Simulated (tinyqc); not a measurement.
Inside a calculation. Model: charge neutrality of a doped semiconductor with incomplete ionisation. Computed by tinyqc, a small Python program that keeps every step. Command: `OMP_NUM_THREADS=1 python tinyqc.py 3031679 3031680 out.jsonl dopant walk`. One thread of a shared host (Intel(R) Xeon(R) Processor @ 2.30GHz), about 0.05 s of CPU time with the checks. Intermediate numbers are printed to about 5 digits and carried at full precision; extremes and crossings named in words are read from the listed rows.

Energies are counted from the top of the valence band; E_D is measured down from the conduction band and E_A up from the valence band.

Inputs (values chosen for the exercise, for a model semiconductor):
```
quantity                    value   unit
gap at 0 K E_g0              1.34     eV
Varshni alpha            0.000419   eV/K
Varshni beta                  132      K
electron mass m_e          0.0835    m_0
valleys M_c                     1      -
hole mass m_h                0.58    m_0
donor density N_D           7e+15  cm^-3
acceptor density N_A      8.7e+16  cm^-3
donor depth E_D           0.00829     eV
acceptor depth E_A         0.0431     eV
donor degeneracy g_D            2      -
acceptor degeneracy g_A         2      -
temperature T                 250      K
iteration cap                  60      -
```

Doping: p-type, compensated. Statistics of the bands: Fermi-Dirac. Solver: Newton steps on the logarithm. Start of Newton steps: 0.25 eV inside the majority band.

ratios u of density to N: 0.026  0.072  0.2  0.56  1.5  4.3  12

Constants: m_0 = 9.1093837015e-31 kg; k_B = 1.380649e-23 J/K; h = 6.62607015e-34 J s; k_B = 8.617333262e-05 eV/K.

## Gap and effective densities of states

E_g = E_g0 - alpha T^2/(T + beta). N_c = 2 M_c (2 pi m_e k_B T/h^2)^(3/2) and N_v = 2 (2 pi m_h k_B T/h^2)^(3/2), masses in units of m_0. n_i = sqrt(N_c N_v) exp(-E_g/(2 k_B T)); E_i = E_g/2 + (k_B T/2) ln(N_v/N_c).

gap E_g = 1.2714 eV

N_c = 4.6061e+17 cm^-3

N_v = 8.4322e+18 cm^-3

k_B T = 0.021543 eV

intrinsic density n_i = 3.0132e+05 cm^-3

intrinsic level E_i = 0.66704 eV

## Charges at trial Fermi levels

n = N_c F_1/2((E_F - E_g)/k_B T), p = N_v F_1/2(-E_F/k_B T). F_1/2(eta) = (2/sqrt(pi)) int_0^infinity sqrt(x)/(1 + exp(x - eta)) dx, by the trapezoid rule in t = sqrt(x) with step 0.02 up to t = 12 (for eta < -12 by exp(eta) - exp(2 eta)/2^(3/2)). N_D+ = N_D/(1 + g_D exp((E_F - E_g + E_D)/k_B T)). N_A- = N_A/(1 + g_A exp((E_A - E_F)/k_B T)). Neutrality: p + N_D+ = n + N_A-; the log ratio is ln[(p + N_D+)/(n + N_A-)]. The last column is ln[(p + N_D+)/(n + N_A-)], which vanishes at neutrality; trial levels are the majority level plus multiples of k_B T, rounded to 0.1 meV.

Densities (cm^-3):
```
E_F (eV)           n           p      N_D+        N_A-  log ratio
-0.0215   3.9690e-09  1.3269e+19  7.00e+15  2.1160e+15     8.7442
0.0216    2.9345e-08  2.7575e+18  7.00e+15  1.3540e+16     5.3190
0.0646    2.1596e-07  4.1319e+17  7.00e+15  5.0079e+16     2.1271
0.1077    1.5967e-06  5.6725e+16  7.00e+15  7.9112e+16    -0.2163
0.1724    3.2176e-05  2.8214e+15  7.00e+15  8.6572e+16    -2.1764
```

The log ratio changes sign between 0.0646 and 0.1077 eV.

## Solving for the Fermi level

Newton steps from the start named, with the slope from a central difference of 1e-6 eV; the function is the log ratio y = ln[(p + N_D+)/(n + N_A-)]; the bracket -0.3 to E_g + 0.3 eV is narrowed by the sign of y at each step, and a step that would leave it is replaced by its midpoint; stop when |log ratio| < 1e-9.

Course of the iteration:
```
step  E_F (eV)    log ratio
1     -0.25000   2.2274e+01
2      0.17553  -2.2166e+00
3     -0.00623   7.5626e+00
4      0.08942   6.7872e-01
5      0.10232   3.3613e-02
6      0.10303   9.5728e-05
7      0.10303   7.8464e-10
```

Fermi level E_F (last iterate) = 0.10303 eV

converged (1 yes, 0 no) = 1

steps = 7

Converged in 7 steps.

## Densities at the solution

The formulas are those given above.

majority density p = 7.0413e+16 cm^-3

minority density n = 1.2856e-06 cm^-3

ionised share of the acceptors = 0.88980

distance of E_F from the majority band edge = 0.10303 eV

p is 88.0 % of the net doping; n p / n_i^2 = 0.9971.

## The closed form for the extrinsic range

With Boltzmann statistics, no electrons and every donor ionised, p (p + N_D) = p1 (N_A - N_D - p) with p1 = (N_v/g_A) exp(-E_A/k_B T). Take the positive root.

p1 = 5.7024e+17 cm^-3

p from the quadratic = 7.0435e+16 cm^-3

Against the full solution, 7.0413e16 cm^-3, the quadratic is off by 0.032 %.

## Carrier density against temperature

Neutrality is solved by bisection at each T. The last column is -k_B d ln(p T^-3/2)/d(1/T) from this row and the one above; it turns negative as ionisation nears completion, when the density grows more slowly than that power of T.

Against temperature:
```
T (K)   p (cm^-3)  E_F from the band edge (eV)  ionised share  activation energy (eV)
18     7.9696e+05                      0.04040        0.08046                       -
23     4.8359e+08                      0.03965        0.08046                0.043100
31     2.0706e+11                      0.03844        0.08046                0.043100
45     5.4345e+13                      0.03637        0.08108                0.043028
71     3.8870e+15                      0.03544        0.12514                0.037974
110    2.3764e+16                      0.04395        0.35360                0.019911
170    5.3731e+16                      0.06553        0.69806                0.004374
250    7.0413e+16                      0.10303        0.88980               -0.014105
300    7.4224e+16                      0.12936        0.93361               -0.028537
600    7.9002e+16                      0.30933        0.98852               -0.050532
```

Between the two coldest rows the activation energy is 0.0431 eV, 1.00 of the dopant depth: with compensation E_F is pinned at the level and the full depth shows. The density is within 10 % of the net doping from 300 K to 600 K.

## Reduced Fermi level from a carrier density

For u = density/N of the majority band, eta solves F_1/2(eta) = u (bisection). Boltzmann: ln u. Joyce-Dixon: ln u + u/sqrt(8) - 4.95009e-3 u^2 + 1.48386e-4 u^3 - 4.42563e-6 u^4. Degenerate limit: (3 sqrt(pi) u/4)^(2/3). The last column is (eta - ln u) k_B T.

Eta by four rules:
```
u      density (cm^-3)    exact  Boltzmann  Joyce-Dixon  degenerate  Boltzmann error (meV)
0.026       2.1924e+17  -3.6405    -3.6497      -3.6405      0.1061             1.9796e-01
0.072       6.0712e+17  -2.6057    -2.6311      -2.6057      0.2092             5.4785e-01
0.2         1.6864e+18  -1.5389    -1.6094      -1.5389      0.4135             1.5191e+00
0.56        4.7220e+18  -0.3834    -0.5798      -0.3834      0.8214             4.2325e+00
1.5         1.2648e+19   0.9251     0.4055       0.9251      1.5842             1.1195e+01
4.3         3.6259e+19   2.8978     1.4586       2.8977      3.1970             3.1005e+01
12          1.0119e+20   6.2011     2.4849       6.1794      6.3369             8.0060e+01
```

Boltzmann statistics place E_F within 1 meV of the exact value up to u = 0.0720 of those listed and miss by 80.1 meV at u = 12. Joyce-Dixon stays within 0.01 in eta up to u = 4.30; the degenerate limit is still 2.2 % high at the last u. A parabolic band is assumed throughout.

Checks made by the program: neutrality at the solution (relative difference 1e-09).
